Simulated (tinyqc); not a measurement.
Gate sheet resistance from two finger widths.

Question. At low frequency R = Rsh Wf/(3 L) + B/Wf, where B collects the channel and vertical terms. Find Rsh, B and the width of lowest R.

Values chosen for this exercise:
- L = 1.3 um (channel length)

input resistance of single fingers, contacted at one end, of width 0.68 and 4 um (ohm): 635.31704  124.93590

Solution. R Wf is a straight line in Wf^2; the minimum of R lies where both terms are equal.

Rsh = 17.0 ohm/square
B = 430 ohm um
width of lowest R = 9.93 um

tinyqc, about 0.01 s, one thread, Intel Xeon 2.30GHz (shared host): `OMP_NUM_THREADS=1 python tinyqc.py 2262202 2262203 out.jsonl`
